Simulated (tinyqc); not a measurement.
Scattering of inversion-layer electrons by surface optical phonons of the gate insulator (remote phonon scattering): one step, computed by the program tinyqc. Command: `OMP_NUM_THREADS=1 python tinyqc.py 3112426 3112427 out.jsonl sophonon walk`. One thread of a shared host (Intel(R) Xeon(R) Processor @ 2.30GHz), about 0.01 s of CPU time with the checks.

One subband with the Fang-Howard envelope; insulator and channel are half-spaces, the gate is far away, and an interlayer only moves the polar surface away by t (its own modes and its permittivity contrast are left out).

Problem. Surface modes and strengths. eps(w) = eps_inf + (eps_0s - eps_i) w1^2/(w1^2 - w^2) + (eps_i - eps_inf) w2^2/(w2^2 - w^2). Surface modes solve eps(w) + eps_s = 0, a quadratic in w^2; the strength of a mode is g = 2/(w d eps/dw). Occupation N = 1/(exp(hbar w/(k_B T)) - 1).

Inputs (values chosen for the exercise, modelled on Al2O3 on In0.53Ga0.47As): static constant of the insulator eps_0s = 12.4; intermediate constant eps_i = 7.23; optical constant eps_inf = 3.25; hbar omega_TO1 = 48 meV; hbar omega_TO2 = 71.2 meV; constant of the channel eps_s = 13.9; temperature T = 250 K.

Constants: k_B = 8.617333262e-05 eV/K.

Give: hbar omega_SO; strengths g; occupations N; hbar omega g (2 N + 1).

Solution.

hbar omega_SO (meV): 1 52.573, 2 80.502

strengths g: 1 0.006018, 2 0.014268

occupations N: 1 0.095449, 2 0.024413

hbar omega g (2 N + 1) (meV): 1 0.3768, 2 1.2047

The lower mode has the larger hbar omega g N, the prefactor of absorption before the dependence on q: 0.0302 and 0.0280 meV.
